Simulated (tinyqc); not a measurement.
Angle series: uniform film or islands? Model: X-ray photoelectron analysis of a thin oxide on a semiconductor: attenuation lengths, thickness, angle series and band offsets. Computed by tinyqc, a small Python program. Command: `OMP_NUM_THREADS=1 python tinyqc.py 3112115 3112116 out.jsonl xps walk`. One thread of a shared host (Intel(R) Xeon(R) Processor @ 2.30GHz), about 0.01 s of CPU time with the checks.

The same element is seen in the oxide and in the substrate, at nearly the same kinetic energy; films are flat and uniform, and the work function is ignored.

Inputs (values chosen for the exercise, modelled on SiO2 on silicon):
```
quantity                                           value     unit
photon energy                                     1253.6       eV
binding energy of the core level                    99.4       eV
oxide density                                        2.2   g/cm^3
oxide formula mass                                 60.08    g/mol
valence electrons per oxide formula                   16        -
oxide gap                                           8.99       eV
substrate density                                   2.33   g/cm^3
substrate formula mass                             28.09    g/mol
valence electrons per substrate formula                4        -
substrate gap                                       1.12       eV
oxide thickness d                                   0.87       nm
emission angle from the normal                        60  degrees
attenuation length over inelastic mean free path    0.86        -
carbon overlayer                                    0.43       nm
```

Method:
- TPP-2M: lambda = E/(E_p^2 [b ln(c E) - C/E + D/E^2]) in angstrom, E_p = 28.8 sqrt(N_v rho/M), b = -0.10 + 0.944/sqrt(E_p^2 + E_g^2) + 0.069 rho^0.1, c = 0.191/sqrt(rho), U = N_v rho/M, C = 1.97 - 0.91 U, D = 53.4 - 20.8 U, with E = photon energy less binding energy in eV.
- Attenuation length L = factor x lambda.
- R_0 = (rho_o/M_o) L_o/((rho_s/M_s) L_s); peak ratio R = I_ox/I_sub = R_0 [exp(d/(L_o cos theta)) - 1]; hence d = L_o cos theta ln(1 + R/R_0). A carbon layer weakens both peaks alike, by exp(-d_C/(L_o cos theta)) if its L is taken equal to L_o. This R_0 leaves out intrinsic losses from the substrate peak, so calibrated values can be larger.
- Islands: half of the surface carries 2 d and half none, R = R_0 (1/2)(1 - t)/(1/2 + t/2) with t = exp(-2 d/(L_o cos theta)); the apparent thickness is read with the uniform formula.

R_0 = 0.557944

L in the oxide = 2.90264 nm

Against the angle:
```
theta (degrees)  R, uniform  R, islands  apparent d, islands (nm)
0                    0.1950     0.16240                   0.74153
20                   0.2096     0.17216                   0.73354
35                   0.2465     0.19550                   0.71426
45                   0.2945     0.22328                   0.69088
55                   0.3829     0.26763                   0.65234
65                   0.5760     0.34045                   0.58434
75                   1.2184     0.45774                   0.45005
```

What does the comparison show, and why?

A uniform film gives d = 0.87 nm at every angle. The island film of the same volume reads 0.742 nm at normal emission and 0.450 nm at 75 degrees; its ratio cannot pass R_0, since the bare half always shows the substrate. Caution: beyond about 60 degrees elastic scattering and roughness make a single attenuation length unreliable.

Extremes, crossings and ranges named in words are read from the listed rows.
